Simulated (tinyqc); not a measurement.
Worked calculation: FCI on RHF in the sto-3g basis, for H3+, spin multiplicity 1. Computed by tinyqc, a small Python program that keeps every step (integrals from PySCF). Settings: charge = 1, multiplicity = 1, basis = sto-3g, method = RHF, energy threshold = 1e-10, iteration cap = 60, orthogonalisation = canonical, start = atomic densities, DIIS depth = 6, ci = FCI, davidson = 1. Command: `OMP_NUM_THREADS=1 python tinyqc.py 29694 29695 out.jsonl` (the two numbers bound the seeds that draw the settings). One thread of a shared host (Intel(R) Xeon(R) Processor @ 2.60GHz), about 0.08 s of CPU time with the checks. The early iterations of the SCF are left out here.

## One-electron integrals

Geometry (angstrom):
```
atom,x,y,z
H,0.0000,0.0000,0.0000
H,0.0000,0.0000,0.8550
H,0.0000,0.8240,-0.2270
```

Basis sto-3g: exponents (1/bohr^2) and contraction coefficients of normalised primitives:
```
element,l (shell),exponent,coefficient
H,s (1),3.4253,0.1543
H,s (1),0.6239,0.5353
H,s (1),0.1689,0.4446
```

Overlap, kinetic and nuclear-attraction integrals over the contracted functions; the nuclear repulsion is the sum of Za Zb / Rab.

nuclear repulsion = 1.627152 hartree

overlap S:
```
,1H 1s,2H 1s,3H 1s
1H 1s,1.0000,0.5855,0.5857
2H 1s,0.5855,1.0000,0.3125
3H 1s,0.5857,0.3125,1.0000
```

kinetic energy T (hartree):
```
,1H 1s,2H 1s,3H 1s
1H 1s,0.7600,0.1741,0.1743
2H 1s,0.1741,0.7600,0.0248
3H 1s,0.1743,0.0248,0.7600
```

nuclear attraction V (hartree):
```
,1H 1s,2H 1s,3H 1s
1H 1s,-2.3974,-1.2882,-1.2887
2H 1s,-1.2882,-2.1982,-0.6430
3H 1s,-1.2887,-0.6430,-2.1984
```

core Hamiltonian H = T + V (hartree):
```
,1H 1s,2H 1s,3H 1s
1H 1s,-1.6374,-1.1141,-1.1144
2H 1s,-1.1141,-1.4382,-0.6182
3H 1s,-1.1144,-0.6182,-1.4383
```

## Two-electron integrals

Functions are numbered as in S; the eight-fold symmetry (ij|kl) = (ji|kl) = (kl|ij) leaves the list below.

Two-electron integrals (ij|kl) in chemists' order, unique and non-zero (hartree):
```
i,j,k,l,(ij|kl)
1,1,1,1,0.7746
2,1,1,1,0.3813
2,1,2,1,0.2277
2,2,1,1,0.5277
2,2,2,1,0.3813
2,2,2,2,0.7746
3,1,1,1,0.3814
3,1,2,1,0.1895
3,1,2,2,0.2657
3,1,3,1,0.2279
3,2,1,1,0.1812
3,2,2,1,0.1061
3,2,2,2,0.1745
3,2,3,1,0.1061
3,2,3,2,0.0572
3,3,1,1,0.5278
3,3,2,1,0.2656
3,3,2,2,0.3769
3,3,3,1,0.3814
3,3,3,2,0.1745
3,3,3,3,0.7746
```

## Orthogonalisation

S = U s U^T; canonical form X = U s^(-1/2), so that X^T S X = 1. Each column of U has its largest component positive (the first on a tie).

eigenvalues of S: 0.3134  0.6875  1.9990

X:
```
,1,2,3
1H 1s,1.3751,-0.0002,0.4514
2H 1s,-0.8057,0.8530,0.3850
3H 1s,-0.8064,-0.8526,0.3851
```

## Starting guess

The start is atomic minimal-basis densities projected into this basis (PySCF's MINAO start) and scaled to the electron count of each spin; this density is not idempotent, so its energy is not variational and may lie below the converged one.

D at the start:
```
,1H 1s,2H 1s,3H 1s
1H 1s,0.5876,0.0532,0.0532
2H 1s,0.0532,0.6311,0.0410
3H 1s,0.0532,0.0410,0.6310
```

## Iteration 5 (converged): orbitals

converged F (hartree):
```
,1H 1s,2H 1s,3H 1s
1H 1s,-0.9183,-0.8124,-0.8126
2H 1s,-0.8124,-0.7110,-0.5361
3H 1s,-0.8126,-0.5361,-0.7111
```

Diagonalise F' = X^T F X, C = X C', fill 1 alpha and 1 beta electrons from the bottom; D = 2 C_occ C_occ^T. Each column has its largest component positive (the first on a tie).

F' = X^T F X (hartree):
```
,1,2,3
1,0.2453,0.0000,-0.0650
2,0.0000,-0.2544,0.0000
3,-0.0650,0.0000,-1.1218
```

orbital energies (hartree): MO1 -1.1248, MO2 -0.2544, MO3 0.2484

coefficients C:
```
,MO1,MO2,MO3
1H 1s,0.5160,-0.0002,1.3522
2H 1s,0.3464,0.8530,-0.8230
3H 1s,0.3464,-0.8526,-0.8237
```

D after iteration 5:
```
,1H 1s,2H 1s,3H 1s
1H 1s,0.5326,0.3575,0.3576
2H 1s,0.3575,0.2399,0.2400
3H 1s,0.3576,0.2400,0.2400
```

## Convergence

Stop when the energy changes by less than 1e-10 hartree and every element of the error matrix X^T (F D S - S D F) X is below 3e-06.

Course of the cycle:
```
iteration,E (hartree),change,largest element of the error matrix
1,-0.678610,-,9.67e-02
2,-1.223948,-5.45e-01,6.93e-04
3,-1.223948,-2.01e-07,9.23e-05
4,-1.223948,-3.62e-09,1.48e-06
5,-1.223948,-6.80e-13,7.55e-07
```

PySCF RHF in the same basis = -1.223948 hartree

Converged in 5 iterations.

## Populations, bond orders and dipole

Mulliken: Z minus the diagonal of D S on the atom; Loewdin: the same with S^(1/2) D S^(1/2); Mayer order: 2 sum_s sum (D(s) S)_ij (D(s) S)_ji over the two atoms.

Charges (e):
```
atom,Mulliken,Loewdin
1H,0.0487,0.0915
2H,0.4758,0.4544
3H,0.4755,0.4541
```

Mayer bond orders:
```
pair,order
2-1,0.4987
3-1,0.4989
3-2,0.2749
```

dipole moment about the origin, x y z (debye): 0.0000  1.8821  1.4354

## Integrals over molecular orbitals

(pq|rs) = sum C_ip C_jq C_kr C_ls (ij|kl), one index at a time.

one-electron integrals over orbitals h = C^T H C (hartree):
```
,1,2,3
1,-1.7263,0.0001,-0.0663
2,0.0001,-1.1928,0.0000
3,-0.0663,0.0000,-0.8200
```

Two-electron integrals over orbitals (pq|rs), unique and non-zero (hartree):
```
p,q,r,s,(pq|rs)
1,1,1,1,0.6014
2,1,1,1,-5.35e-05
2,1,2,1,0.1444
2,2,1,1,0.5414
2,2,2,1,8.91e-05
2,2,2,2,0.6008
3,1,1,1,0.0663
3,1,2,1,1.14e-05
3,1,2,2,-0.0510
3,1,3,1,0.1376
3,2,1,1,1.91e-05
3,2,2,1,-0.1188
3,2,2,2,-6.63e-05
3,2,3,1,-6.30e-05
3,2,3,2,0.1194
3,3,1,1,0.6030
3,3,2,1,-1.03e-04
3,3,2,2,0.5358
3,3,3,1,0.0968
3,3,3,2,5.69e-05
3,3,3,3,0.6496
```

## FCI: determinants and Hamiltonian

Hartree-Fock energy = -1.223948 hartree

Slater-Condon rules over spin orbitals, with the nuclear repulsion added and E(HF) subtracted on the diagonal. Only determinants linked to the reference directly or through others are kept (one block of an abelian symmetry group), so some states are absent.

Occupation strings over the orbitals (2 doubly, a alpha, b beta, 0 empty; spin orbitals ordered 1a 1b 2a 2b ...): 200 ab0 a0b ba0 b0a 020 0ab 0ba 002

H - E(HF) between determinants (hartree):
```
,200,ab0,a0b,ba0,b0a,020,0ab,0ba,002
200,0.0000,0.0000,0.0000,0.0000,0.0000,0.1444,0.0000,0.0000,0.1376
ab0,0.0000,0.4735,0.0000,-0.1444,0.0000,0.0001,-0.1188,0.1173,-0.0001
a0b,0.0000,0.0000,0.9078,0.0000,-0.1376,-0.1188,0.0000,0.0001,0.0305
ba0,0.0000,-0.1444,0.0000,0.4735,0.0000,-0.0001,0.1173,-0.1188,0.0001
b0a,0.0000,0.0000,-0.1376,0.0000,0.9078,0.1188,0.0001,0.0000,-0.0305
020,0.1444,0.0001,-0.1188,-0.0001,0.1188,1.0664,-0.0001,0.0001,0.1194
0ab,0.0000,-0.1188,0.0000,0.1173,0.0001,-0.0001,1.3741,-0.1194,0.0000
0ba,0.0000,0.1173,0.0001,-0.1188,0.0000,0.0001,-0.1194,1.3741,0.0000
002,0.1376,-0.0001,0.0305,0.0001,-0.0305,0.1194,0.0000,0.0000,1.8607
```

## FCI: roots

Diagonalise (each vector has its largest component positive (the first on a tie)); all determinants have Ms = 0, so triplets appear too. The lowest singlet root is the correlation energy.

lowest roots of this matrix, relative to E(HF) (hartree): -0.0273  0.3290  0.5583  0.7702  0.8820  1.2259  1.2547  1.5532

lowest vectors:
```
,root 1,root 2,root 3,root 4
200,0.9898,0.0000,-0.0001,0.0000
ab0,0.0000,0.7071,0.6856,0.0000
a0b,-0.0122,0.0000,-0.0001,0.7071
ba0,0.0000,0.7071,-0.6856,0.0000
b0a,0.0122,0.0000,0.0001,0.7071
020,-0.1264,0.0000,-0.0004,0.0000
0ab,0.0000,0.0011,0.1731,0.0000
0ba,0.0000,0.0011,-0.1731,0.0000
002,-0.0637,0.0000,0.0001,0.0000
```

<S^2> of these roots: 0.0000  2.0000  0.0000  2.0000  0.0000  0.0000  2.0000  0.0000

weight of the ground state by excitation level 0, 1, 2, ...: 0.9797  0.0003  0.0200

## The lowest root by the Davidson method

Start from the reference; add the residual divided by (theta - H_ii), orthogonalised, at each step.

Davidson iterations:
```
iteration,subspace,lowest Ritz value (hartree),residual norm
1,1,0,1.99e-01
2,2,-0.026973,1.81e-02
3,3,-0.027289,3.35e-03
4,4,-0.027296,3.55e-06
5,5,-0.027296,4.68e-08
```
